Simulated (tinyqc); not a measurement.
# Long-channel MOSFET, surface-potential model: effect of the source-body reverse bias

n-channel transistor on a uniformly doped p-type body, gradual-channel approximation, constant mobility, Boltzmann statistics, full ionisation. Potentials are counted from the neutral body; V is the electron quasi-Fermi potential, Vsb at the source and Vsb + Vds at the drain. Charges are magnitudes per area.

ni = sqrt(Nc Nv) exp(-Eg/(2 Vt)), Eg in volts; phiF = Vt ln(Na/ni); Cox = eps0 eox/tox; gamma = sqrt(2 q eps0 eps_r Na)/Cox. The surface potential psi at channel potential V solves Vgs + Vsb - Vfb - psi = gamma sqrt(G), G = psi - Vt + Vt exp((psi - 2 phiF - V)/Vt). Charge sheet: Qi = Cox gamma [sqrt(G) - sqrt(psi - Vt)]; I = mu (W/L) [integral of Qi dpsi from psi_0 to psi_L (drift) + Vt (Qi0 - QiL) (diffusion)], with psi_0 at V = Vsb and psi_L at V = Vsb + Vds. VT = Vfb + 2 phiF + gamma sqrt(2 phiF + Vsb), m = 1 + gamma/(2 sqrt(2 phiF + Vsb)). The swing is 20 mV/log10[I(VT - 0.14 V)/I(VT - 0.16 V)] of the charge-sheet current at the given Vds.

Parameters, values chosen for the exercise; material values those of a made-up semiconductor:
- T = 325 K (temperature)
- Eg = 1.08 eV (band gap)
- eps_r = 10.8 (relative permittivity of the semiconductor)
- Nc = 2.37e19 cm^-3 (conduction-band density of states at T)
- Nv = 3.59e19 cm^-3 (valence-band density of states at T)
- Na = 3.3e16 cm^-3 (acceptor density of the body)
- eox = 3.71 (relative permittivity of the gate insulator)
- tox = 9.5 nm (insulator thickness)
- Vfb = -0.67 V (flat-band voltage)
- mu = 330 cm^2/(V s) (channel mobility)
- W = 2 um (gate width)
- L = 1 um (gate length)
- Vgs = 0.93 V (gate-source voltage)
- Vds = 0.1 V (drain-source voltage)

Constants: q = 1.602176634e-19 C, kB = 1.380649e-23 J/K, Vt = kB T/q, eps0 = 8.8541878128e-14 F/cm where lengths are in cm. Results are converted to the units shown.

The same in every row: gamma (V^0.5) = 0.2908.

Results:
```
Vsb (V)  VT (V)      m  swing (mV/decade)  I at Vgs, Vds (uA)
0        0.2733  1.174              79.25               9.688
1        0.4092  1.112              72.74               7.014
1.5      0.4613  1.098              71.58               5.978
2        0.5078  1.088              70.79               5.061
2.5      0.5502  1.081              70.22               4.238
3        0.5894  1.076              69.77               3.493
```

Estimate the missing row, Vsb = 0.5 V.

Computed row:
```
Vsb (V)  VT (V)      m  swing (mV/decade)  I at Vgs, Vds (uA)
0.5      0.3486  1.133              74.72               8.217
```

With this row back in the table: As Vsb goes from 0 to 3 V, VT rises from 0.273 to 0.589 V, the swing falls from 79.2 to 69.8 mV a decade and the current falls from 9.69 to 3.49 uA. The swing is 4.7 % above m Vt ln 10 in the first row and 0.59 % above it in the last.

Computed by the program tinyqc: `OMP_NUM_THREADS=1 python tinyqc.py 2360170 2360171 out.jsonl`, one thread of a shared Intel Xeon 2.30GHz, about 0.04 s for the whole run.
